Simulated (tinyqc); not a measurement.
Resonant-tunnelling diode, transfer matrices and Tsu-Esaki current: two steps of the calculation.

Emitter (band edge 0), barrier d1, well Lw, barrier d2, collector (edge -V). The bias drops linearly over these layers and none in the contacts; each layer is cut into ns equal slices, flat at the value of their centres. E is the energy of motion across the layers, C = hbar^2/(2 m0), psi and psi'/m are continuous. Transport is coherent, T(E) is taken as independent of the transverse momentum, and charge in the well is ignored.

Parameters, values chosen for the exercise; masses and offsets close to those of GaAs wells and AlGaAs barriers: mass in the well, spacer and contacts mw = 0.066 m0; barrier height U1 = 0.25 eV; barrier mass m1 = 0.094 m0; emitter barrier d1 = 3.7 nm; well width Lw = 7 nm; collector barrier d2 = 3.7 nm; slices in each layer ns = 2; bias of the collector V = 0.026 V.

Constants: q = 1.602176634e-19 C, hbar = 1.054571817e-34 J s. Results are converted to the units shown.

Problem 1. Slices under bias. U = edge of the layer - V x/Lt at the centre x of each slice, Lt the summed thickness.

Give: U; m; width.

Solution 1.

```
slice    U (eV)  m (m0)  width (nm)
0       0.24833   0.094      1.8500
1       0.24499   0.094      1.8500
2      -0.00984   0.066      3.5000
3      -0.01616   0.066      3.5000
4       0.22901   0.094      1.8500
5       0.22567   0.094      1.8500
```

Problem 2. Breit-Wigner parameters from a parabola through 1/T(E). Near a resonance 1/T(E) = (1/Tp) [1 + (2 (E - Er)/G)^2]. With y = 1/T(E) at E0 - h, E0, E0 + h: a = (y1 + y3 - 2 y2)/(2 h^2), b = (y3 - y1)/(2 h), Er = E0 - b/(2 a), 1/Tp = y2 - b^2/(4 a), G = 2 sqrt(1/(Tp a)), tau = hbar/G.

three energies (eV): 0.036732  0.036922  0.037112
T(E) at these energies: 0.57353449  0.92629723  0.69648647

Wanted: Er; Tp; G; tau.

Solution 2.

Er = 0.03695 eV
Tp = 0.9364
G = 0.5498 meV
tau = 1197 fs

The true maximum of T(E) lies at 0.036950 eV with height 0.9356 and full width 0.5515 meV; the fitted G is 0.30 % below that width.

Program tinyqc, `OMP_NUM_THREADS=1 python tinyqc.py 2600140 2600141 out.jsonl`; Intel Xeon 2.30GHz, shared host, one thread, about 0.2 s.
